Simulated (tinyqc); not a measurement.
# Punch-through p+-n junction, ionisation integral and breakdown: effect of the drift thickness

A p+ layer at x < 0 and an n drift layer from x = 0 to L on an n+ substrate. Depletion approximation, built-in voltage neglected. Local ionisation coefficients alpha_n = an exp(-(bn/E)^mx), alpha_p = ap exp(-(bp/E)^mx). Electrons move towards +x, holes towards x = 0.

W = sqrt(2 eps0 eps_r V/(q N)), peak field E0 = q N W/(eps0 eps_r), falling linearly to 0 at W; if W > L the layer is punched through: W = L, E0 = V/L + q N L/(2 eps0 eps_r), falling linearly to E1 = V/L - q N L/(2 eps0 eps_r). G(x) = integral from 0 to x of (alpha_n - alpha_p); I_n = integral of alpha_n exp(-G) (electrons injected at x = 0), I_p = integral of alpha_p exp(G(end) - G) (holes injected at the far edge); M = 1/(1 - I). Integrals on a fine grid; BV is where I_n = 1. Specific on-resistance Ron = L/(q mu N) with constant mobility and full ionisation. The value eps0 eps_r mu E0^3/4 holds for a triangular field; a layer that punches through can exceed it.

Parameters, values chosen for the exercise; material values close to those of 4H silicon carbide: relative permittivity eps_r = 9.61; prefactor of the electron ionisation coefficient an = 1.66e8 1/cm; field constant for electrons bn = 3.47e7 V/cm; prefactor of the hole ionisation coefficient ap = 3.59e8 1/cm; field constant for holes bp = 2.33e7 V/cm; exponent mx = 1; electron mobility of the drift layer mu = 945 cm^2/(V s); donor density of the drift layer N = 7.8e15 cm^-3.

Constants: q = 1.602176634e-19 C, eps0 = 8.8541878128e-14 F/cm where lengths are in cm. Results are converted to the units shown.

Results:

| L (um) | BV (V) | E0 at BV (kV/cm) | W at BV (um) | Ron (mohm cm^2) | BV^2/Ron (MW/cm^2) | eps0 eps_r mu E0^3/4 (MW/cm^2) |
|---|---|---|---|---|---|---|
| 2.6 | 620 | 2.57e3 | 2.60 | 0.220 | 1.74e3 | 3.43e3 |
| 3.5 | 806 | 2.56e3 | 3.50 | 0.296 | 2.19e3 | 3.37e3 |
| 6.3 | 1.32e3 | 2.55e3 | 6.30 | 0.533 | 3.25e3 | 3.34e3 |
| 8.5 | 1.64e3 | 2.55e3 | 8.50 | 0.720 | 3.73e3 | 3.34e3 |
| 11 | 1.92e3 | 2.55e3 | 11.0 | 0.931 | 3.95e3 | 3.34e3 |
| 15 | 2.17e3 | 2.55e3 | 15.0 | 1.27 | 3.72e3 | 3.34e3 |
| 21 | 2.22e3 | 2.55e3 | 17.4 | 1.78 | 2.76e3 | 3.34e3 |
| 28 | 2.22e3 | 2.55e3 | 17.4 | 2.37 | 2.07e3 | 3.34e3 |

Estimate the missing row, L = 4.7 um.

Computed row:

| L (um) | BV (V) | E0 at BV (kV/cm) | W at BV (um) | Ron (mohm cm^2) | BV^2/Ron (MW/cm^2) | eps0 eps_r mu E0^3/4 (MW/cm^2) |
|---|---|---|---|---|---|---|
| 4.7 | 1.04e3 | 2.55e3 | 4.70 | 0.398 | 2.70e3 | 3.34e3 |

With this row back in the table: BV rises from 620 to 2220 V and saturates once L exceeds the free depleted width of 17.4 um, while Ron keeps rising as L. BV^2/Ron goes from 1740 through a maximum of 3950 (at L = 11 um among the rows listed) to 2070 MW/cm^2. The best row has L = 0.63 of that width: the last part of the triangle adds little voltage but its full share of resistance.

Numbers from tinyqc (`OMP_NUM_THREADS=1 python tinyqc.py 2120151 2120152 out.jsonl`; about 0.1 s on one thread of a shared Intel Xeon 2.30GHz).
